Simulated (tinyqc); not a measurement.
## Metal-interlayer-semiconductor contact, depinning against tunnelling resistance: contact resistivity against the interlayer thickness

Zero bias, n-type semiconductor. Gap states at the semiconductor surface thin out as exp(-be ti), which unpins the barrier; electrons must then cross the interlayer (a rectangular barrier, no voltage drop across it) and the parabolic depleted layer, both by WKB. Energies E are counted from the Fermi level; no image force, parabolic bands.

S = 1/(1 + (1/S0 - 1) exp(-be ti)); phiB = S (phiM - chi) + (1 - S)(Eg - E0); xi = Ec - EF deep inside, from Nd = Nc F(-xi/Vt), F(x) = (2/sqrt(pi)) int_0^infinity sqrt(u) du/(1 + exp(u - x)); band bending U = phiB - xi; E00 = (hbar/2) sqrt(Nd/(eps0 eps_r mt m0)) in volts; A = 4 pi q mA m0 kB^2/h^3. With U = phiB - xi: for xi < E < phiB, y = (E - xi)/U and G1 = (U/E00) [sqrt(1 - y) - y ln((1 + sqrt(1 - y))/sqrt(y))], G1 = 0 above phiB; G2 = 2 ti sqrt(mi max(phiB + dE - E, 0)/C), C = hbar^2/(2 m0); f = 1/(1 + exp(E/Vt)); 1/rho_c = (A T^2/Vt^2) times the integral of exp(-G1 - G2) f over E from xi upwards. Shares under 0.001 % are printed as 0; rows without band bending are left out.

Parameters, values chosen for the exercise; semiconductor values close to those of In0.53Ga0.47As; interlayer mass of the order of that in aluminium oxide, offset chosen freely: temperature T = 400 K; band gap Eg = 0.713 eV; relative permittivity eps_r = 13.7; electron affinity chi = 4.56 eV; conduction-band density of states at T Nc = 3.23e17 cm^-3; tunnelling mass in the semiconductor mt = 0.0413 m0; Richardson mass mA = 0.0398 m0; donor density Nd = 2.2e19 cm^-3; charge-neutrality level above the valence band E0 = 0.5 eV; pinning factor without interlayer S0 = 0.15; metal work function phiM = 4.8 eV; conduction-band offset of the interlayer above the semiconductor dE = 2.43 eV; tunnelling mass in the interlayer mi = 0.36 m0; decay constant of gap states through the interlayer be = 6 1/nm.

Constants: q = 1.602176634e-19 C, kB = 1.380649e-23 J/K, eps0 = 8.8541878128e-12 F/m, hbar = 1.054571817e-34 J s, h = 6.62607015e-34 J s, m0 = 9.1093837015e-31 kg, Vt = kB T/q, hbar^2/(2 m0) = 0.0380998212 eV nm^2. Results are converted to the units shown.

The same in every row: E00/Vt = 3.36.

Contact resistivity against the interlayer thickness:
```
ti (nm)      S  phiB (eV)  rho_c (ohm cm^2)  rho_c with G2 = 0 (ohm cm^2)  peak of the integrand (eV)  share above phiB (%)
0        0.150      0.217           1.76e-8                       1.76e-8                     -0.0520                0.0721
0.3      0.516      0.227           3.98e-7                       1.86e-8                     -0.0474                0.0703
0.6      0.866      0.236           8.99e-6                       1.95e-8                     -0.0432                0.0696
0.9      0.975      0.239           1.96e-4                       1.98e-8                     -0.0396                0.0803
1.2      0.996      0.240           0.00419                       1.98e-8                     -0.0363                0.0974
1.5      0.999      0.240            0.0889                       1.98e-8                     -0.0331                 0.119
1.8       1.00      0.240              1.88                       1.98e-8                     -0.0300                 0.145
2.1       1.00      0.240              39.6                       1.98e-8                     -0.0271                 0.177
2.4       1.00      0.240               830                       1.98e-8                     -0.0242                 0.214
```

Read the table: what changes, and by how much?

As ti goes from 0 to 2.4, phiB rises from 0.217 to 0.240 eV and rho_c rises from 1.76e-8 to 830 ohm cm^2. No thickness listed beats the bare contact: tunnelling through the layer costs more than the change of the barrier gains. The ratio of rho_c to its value with G2 = 0 runs from 1.00 to 4.18e10.

Numbers from tinyqc (`OMP_NUM_THREADS=1 python tinyqc.py 2270043 2270044 out.jsonl`; about 0.02 s on one thread of a shared Intel Xeon 2.30GHz).
